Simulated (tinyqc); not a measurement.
# Worked calculation: electron continuity equation in a given potential, Scharfetter-Gummel discretisation

Numbers from tinyqc (`OMP_NUM_THREADS=1 python tinyqc.py 2220139 2220140 out.jsonl`; about 0.01 s on one thread of a shared Intel Xeon 2.30GHz). Printed values are rounded.

Steady state in one dimension: J = q mu n E + q D dn/dx with E = -dpsi/dx and D = mu Vt, dJ/dx = q (n/tau - G), fixed densities nL and nR at the ends. The potential is given, psi = U x/L, and is not changed by the electrons.

Values chosen for this exercise; mobility close to that of In0.53Ga0.47As at room temperature:
```
symbol    value        unit                               meaning
T           273           K                           temperature
mu        10800  cm^2/(V s)                     electron mobility
L          0.25          um                  length of the region
nL       8.9e15       cm^-3                      density at x = 0
nR            0       cm^-3                      density at x = L
tau     1.6e-12           s                              lifetime
G             0  cm^-3 s^-1               uniform generation rate
U           1.4           V  potential difference psi(L) - psi(0)
```

Constants: q = 1.602176634e-19 C, kB = 1.380649e-23 J/K, Vt = kB T/q. Results are converted to the units shown.

Range of the model: The drift velocity mu E exceeds 1e7 cm/s somewhere, where real mobilities no longer stay constant.

## Potential on the mesh

12 equal intervals, h = L/12; psi = U x/L.

psi, node 0 to 12 (V): 0.00000  0.11667  0.23333  0.35000  0.46667  0.58333  0.70000  0.81667  0.93333  1.05000  1.16667  1.28333  1.40000

## Bernoulli factors

d_i = (psi_(i+1) - psi_i)/Vt; B(d) = d/(exp(d) - 1), B(0) = 1. The flux on interval i is J_i = (q D/h) [n_(i+1) B(d_i) - n_i B(-d_i)].

```
interval      d_i     B(d_i)  B(-d_i)
0         4.95920  0.0350525  4.99425
1         4.95920  0.0350525  4.99425
2         4.95920  0.0350525  4.99425
3         4.95920  0.0350525  4.99425
4         4.95920  0.0350525  4.99425
5         4.95920  0.0350525  4.99425
6         4.95920  0.0350525  4.99425
7         4.95920  0.0350525  4.99425
8         4.95920  0.0350525  4.99425
9         4.95920  0.0350525  4.99425
10        4.95920  0.0350525  4.99425
11        4.95920  0.0350525  4.99425
```

The largest |d_i| is 4.96, above 2, where central differences lose the sign pattern that keeps densities positive.

## Tridiagonal system for the inner nodes

Row i (1 to 11): B(-d_(i-1)) n_(i-1) + b_i n_i + B(d_i) n_(i+1) = f_i with b_i = -B(-d_i) - B(d_(i-1)) - h^2/(D tau) and f_i = -G h^2/D; the known end values are moved to the right: f_1 loses B(-d_0) nL and f_11 loses B(d_11) nR. h = L/12, D = mu Vt.

```
node  diagonal b  right side f (cm^-3)
1       -5.03998           -4.44488e16
2       -5.03998                     0
3       -5.03998                     0
4       -5.03998                     0
5       -5.03998                     0
6       -5.03998                     0
7       -5.03998                     0
8       -5.03998                     0
9       -5.03998                     0
10      -5.03998                     0
11      -5.03998                     0
```

## Densities and current

B(d) = d/(exp(d) - 1) with d_i = (psi_(i+1) - psi_i)/Vt; b and f are the diagonal and right side of the balance equations. Solve B(-d_(i-1)) n_(i-1) + b_i n_i + B(d_i) n_(i+1) = f_i (end values already in f), then J_i = (q D/h) [n_(i+1) B(d_i) - n_i B(-d_i)], h = L/12, D = mu Vt.

n, node 0 to 12 (cm^-3): 8.9e15  8.88088e15  8.86180e15  8.84276e15  8.82377e15  8.80481e15  8.78590e15  8.76702e15  8.74819e15  8.72939e15  8.71022e15  8.63119e15  0
J, interval 0 to 11 (in units of 1e5 A/cm^2): -8.62420  -8.60567  -8.58718  -8.56874  -8.55033  -8.53196  -8.51363  -8.49534  -8.47709  -8.45888  -8.44071  -8.42270

Against a mesh 200 times finer the densities are off by at most 0.0016 % of their local values.
